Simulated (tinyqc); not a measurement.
# Crystallisation kinetics and data retention of a phase-change cell, step by step

Numbers from tinyqc (`OMP_NUM_THREADS=1 python tinyqc.py 2490144 2490145 out.jsonl`; about 0.04 s on one thread of a shared Intel Xeon 2.30GHz). Printed values are rounded.

Johnson-Mehl-Avrami-Kolmogorov law X = 1 - exp(-y^n), y = integral of k dt, k = (1/100 s) exp[-(Ec q/kB)(1/T - 1/T1)].

Parameters, values chosen for the exercise; values of the order of Ge-Sb-Te and related chalcogenides: activation energy of crystallisation Ec = 2.15 eV; temperature at which the rate k is 1/(100 s) T1 = 424 K; Avrami exponent n = 2.5; crystalline share at which the state is lost Xf = 0.3; storage temperature T = 337 K; heating rate b = 20 K/min; start of the ramp table Ta = 399 K; step of the table dT = 6 K; steps m = 10.

Constants: q = 1.602176634e-19 C, kB = 1.380649e-23 J/K. Results are converted to the units shown.

Range of the model: One Arrhenius rate is assumed; incubation, growth from the boundary and the non-Arrhenius kinetics of the supercooled liquid are left out.

## Retention

At fixed T the state fails at t = (-ln(1 - Xf))^(1/n)/k; ten years are 3.15576e8 s.

k = 2.52692e-9 1/s
y at failure = 0.662078
time to fail = 2.62010e8 s
the same in years = 8.30259
temperature for ten years = 336.155 K

The cell misses ten years at 337 K.

## A heating ramp

T rises at the rate b. Start with y = k (kB Ta^2/(q Ec))/b, the integral from cold to Ta to leading order; over each step k is taken as exponential in T, so y gains (dT/b)(k2 - k1)/ln(k2/k1). dX/dt = n y^(n - 1) k exp(-y^n), listed as 0 once y^n exceeds 23.

| point | T (K) | k (1/s) | y | X | dX/dt (1/s) |
|---|---|---|---|---|---|
| 0 | 399 | 2.50484e-4 | 0.00479492 | 1.59203e-6 | 2.07917e-7 |
| 1 | 405 | 6.32559e-4 | 0.0122188 | 1.65033e-5 | 2.13588e-6 |
| 2 | 411 | 0.00155480 | 0.0306774 | 1.64821e-4 | 2.08820e-5 |
| 3 | 417 | 0.00372401 | 0.0753802 | 0.00155885 | 1.92380e-4 |
| 4 | 423 | 0.00870132 | 0.180947 | 0.0138311 | 0.00165121 |
| 5 | 429 | 0.0198541 | 0.424299 | 0.110653 | 0.0122002 |
| 6 | 435 | 0.0442823 | 0.972443 | 0.606441 | 0.0417808 |
| 7 | 441 | 0.0966344 | 2.18003 | 0.999104 | 6.97100e-4 |
| 8 | 447 | 0.206507 | 4.78433 | 1 | 0 |
| 9 | 453 | 0.432516 | 10.2872 | 1 | 0 |
| 10 | 459 | 0.888536 | 21.6884 | 1 | 0 |

Among the points the rate is largest at 435 K, where X = 0.606; the exact peak lies at 435.2 K.
